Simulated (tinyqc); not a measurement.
Changing the development selectivity n: chemically amplified photoresist: aerial image, acid generation, bake, development and line width. Computed by tinyqc, a small Python program. Command: `OMP_NUM_THREADS=1 python tinyqc.py 3028810 3028811 out.jsonl resist sweep`. One thread of a shared host (Intel(R) Xeon(R) Processor @ 2.30GHz), about 0.03 s of CPU time with the checks.

Lines and spaces of pitch p with a two-beam-like image; x = 0 is the middle of the bright space. The resist is positive and treated as uniform in depth.

Inputs (values chosen for the exercise, for a model resist at 193 nm):
```
quantity                                         value     unit
pitch p                                             99       nm
image contrast c                                  0.63        -
mean dose E                                       21.6  mJ/cm^2
Dill parameter C                                 0.022  cm^2/mJ
quencher load q, relative to the acid generator   0.15        -
acid diffusivity D                                0.17   nm^2/s
bake time t                                         60        s
amplification rate k_amp                         0.026      1/s
threshold protection m_th                         0.52        -
largest rate r_max                                 220     nm/s
smallest rate r_min                              0.031     nm/s
resist thickness d                                  74       nm
development time t_d                                30        s
```

Method:
- Dose E(x) = E [1 + c cos(2 pi x/p)]; acid h = 1 - exp(-C E(x)).
- Bake: the acid image is blurred by a Gaussian of variance sigma^2 = 2 D t (each Fourier term k of h, taken on 64 points, is multiplied by exp(-4 pi^2 k^2 D t/p^2)).
- The quencher then removes q, h_eff = max(h_blurred - q, 0); protection m = exp(-k_amp t h_eff).
- Mack rate r = r_max (a + 1)(1 - m)^n/(a + (1 - m)^n) + r_min, a = ((n + 1)/(n - 1))(1 - m_th)^n.
- Edge: vertical development clears the film where r t_d >= d; the space width is twice the x where r = d/t_d.
- Dose sensitivity = d ln(width)/d ln E from widths at 1.005 E and E/1.005; image log-slope at the edge = |d ln E/dx|, normalised by the width (NILS); latitude for 10 % of width = 10 %/sensitivity.

One run for each value:
```
development selectivity n  space width (nm)  dose sensitivity  dose latitude (%)
2                                    84.585            0.6469             15.458
3                                    74.282            0.5700             17.543
4                                    67.451            0.6166             16.217
6                                    58.205            0.7699             12.988
8                                    51.841            0.9504             10.521
12                                   43.111            1.3616              7.344
16                                   37.100            1.8393              5.437
24                                   28.873            3.0504              3.278
```

Describe and explain the trends.

Over the rows, space width (nm) falls from 84.6 to 28.9 (exponent d ln y / d ln x -0.32 between the first rows and -0.62 between the last); dose sensitivity goes from 0.647 through a minimum among these rows, 0.570 at 3.00, to 3.05; dose latitude (%) goes from 15.5 through a maximum among these rows, 17.5 at 3.00, to 3.28. A larger n moves the protection at which the film just clears towards m_th, so more acid is needed and the space narrows.

Caution (all rows): lateral development, standing waves and the joint diffusion of acid and quencher are left out, so widths are indicative.

Extremes, crossings and ranges named in words are read from the listed rows.
